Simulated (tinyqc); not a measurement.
Bias-temperature instability, empirical power law with universal recovery: one step of the calculation.

Threshold-voltage shift at the end of a stress: dV = A (V/V0)^g exp[-(Ea q/kB)(1/T - 1/T0)] (t/1 s)^n. After a delay tr the permanent share pp stays and the rest falls by r = 1/(1 + B (tr/t)^be). An empirical model: its parameters are fits, not properties.

Problem. Shift and lifetime at use conditions. The lifetime solves dV = dc; ten years are 3.15576e8 s.

Inputs (values chosen for the exercise): reference stress voltage V0 = 1.5 V; reference temperature T0 = 373 K; shift after 1 s at V0 and T0 A = 23 mV; time exponent n = 0.18; voltage exponent g = 6.1; apparent activation energy of the shift Ea = 0.12 eV; use voltage V = 0.78 V; use temperature T = 378 K; failure criterion dc = 70 mV.

Constants: q = 1.602176634e-19 C, kB = 1.380649e-23 J/K. Results are converted to the units shown.

Find: voltage factor; temperature factor; shift after ten years; lifetime; largest voltage for ten years.

Solution.

voltage factor = 0.018519
temperature factor = 1.0506
shift after ten years = 15.158 mV
lifetime = 4.914e4 years
largest voltage for ten years = 1.0024 V

The device passes: the shift at ten years is below dc. A lifetime beyond 100 years is a far extrapolation of the power law. In time the voltage exponent is g/n = 33.9 and the activation energy Ea/n = 0.667 eV.

tinyqc, about 0.01 s, one thread, Intel Xeon 2.30GHz (shared host): `OMP_NUM_THREADS=1 python tinyqc.py 2070094 2070095 out.jsonl`
